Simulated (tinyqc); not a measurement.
Worked calculation: one-electron ion in a basis of Gaussians. Computed by tinyqc, a small Python program that keeps every step. Settings: Z = 2, l = 1. Command: `OMP_NUM_THREADS=1 python tinyqc.py 27382 27383 out.jsonl` (the two numbers bound the seeds that draw the settings). One thread of a shared host (Intel(R) Xeon(R) Processor @ 2.60GHz), about 0.01 s of CPU time with the checks.

## Matrices over normalised Gaussians

exponents of r^l exp(-a r^2) (1/bohr^2): 0.038690  0.089340  0.206300

Z = 2

l = 1

With p = a_i + a_j and I(k) = Gamma((k+1)/2) / (2 p^((k+1)/2)): S = I(2l+2), T = (2l+3) a_i a_j S / p, V = -Z I(2l+1), each divided by sqrt(S_ii S_jj).

S:
```
          1         2         3
1  1.000000  0.808354  0.454283
2  0.808354  1.000000  0.808348
3  0.454283  0.808348  1.000000
```

T (hartree):
```
          1         2         3
1  0.096725  0.109120  0.074002
2  0.109120  0.223350  0.251971
3  0.074002  0.251971  0.515750
```

V (hartree):
```
           1          2          3
1  -0.418512  -0.435162  -0.338294
2  -0.435162  -0.635963  -0.661262
3  -0.338294  -0.661262  -0.966403
```

## Generalised eigenproblem

H = T + V (hartree):
```
           1          2          3
1  -0.321787  -0.326042  -0.264292
2  -0.326042  -0.412613  -0.409292
3  -0.264292  -0.409292  -0.450653
```

Solve H C = S C e through S^(-1/2); each column has its largest component positive (the first on a tie).

eigenvalues of S: 0.061613  0.545717  2.392670

eigenvalues (hartree): -0.470626  -0.205205  0.033514

coefficients:
```
          1          2          3
1  0.173919   1.279320  -1.625127
2  0.198213  -0.357156   3.114164
3  0.726149  -0.537453  -1.868604
```

For Z = 2 and l = 1 the exact lowest level is -Z^2/(2 n^2) with n = l + 1: -0.500000 hartree.
